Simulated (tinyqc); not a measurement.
Inside a calculation. Method: Rayleigh-quotient iteration on a symmetric matrix. One step of it, computed by the program tinyqc.

Question. Step 1. solve (A - shift) w = v; v' = w/|w| with its largest component positive (the first on a tie); lambda = v'^T A v'; the next shift is lambda.

A:
```
           1          2          3
1   0.517000  -0.758000  -0.259000
2  -0.758000   0.987000  -0.666000
3  -0.259000  -0.666000   1.881000
```

vector v at the start: 0.577350  0.577350  0.577350

shift = 1.640000

Give: vector after step 1; Rayleigh quotient after step 1.

Answer.

vector after step 1: -0.1651  0.9807  0.1049

Rayleigh quotient after step 1 = 1.1015
